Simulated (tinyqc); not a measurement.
Growth of the error with array size.

Square N x N arrays wired as follows: each row is driven at its left end through one segment rw, neighbouring nodes are joined by rw, each column ends in one more rw and a virtual ground. All cells have G = 27.0 uS and all rows V = 0.1 V, so the ideal current is N V G. The nodal equations are solved exactly.

Parameters, values chosen for the exercise: wire resistance between neighbouring cells rw = 100 ohm.

Results:

| N | ideal (uA) | first column (uA) | last column (uA) | error of the last column (%) | 100 N^2 rw G |
|---|---|---|---|---|---|
| 2 | 5.400 | 5.335 | 5.321 | -1.464 | 1.080 |
| 4 | 10.80 | 10.48 | 10.31 | -4.518 | 4.320 |
| 6 | 16.20 | 15.33 | 14.75 | -8.921 | 9.720 |
| 8 | 21.60 | 19.84 | 18.51 | -14.30 | 17.28 |
| 12 | 32.40 | 27.63 | 23.81 | -26.51 | 38.88 |
| 20 | 54.00 | 38.34 | 27.26 | -49.51 | 108.0 |

Estimate the missing row, N = 16.

Computed row:

| N | ideal (uA) | first column (uA) | last column (uA) | error of the last column (%) | 100 N^2 rw G |
|---|---|---|---|---|---|
| 16 | 43.20 | 33.75 | 26.49 | -38.69 | 69.12 |

With this row back in the table: The error of the last column goes from -1.46 % at N = 2 to -49.5 % at N = 20, as N^(1.66) between N = 4 and 8 and N^(1.11) between the last two rows. The scale N^2 rw G (N segments carrying the current of up to N cells) is 1.21 times the error at N = 8. The last column carries 0.711 of the current of the first at N = 20.

Computed by the program tinyqc: `OMP_NUM_THREADS=1 python tinyqc.py 2880025 2880026 out.jsonl`, one thread of a shared Intel Xeon 2.30GHz, about 0.02 s for the whole run.
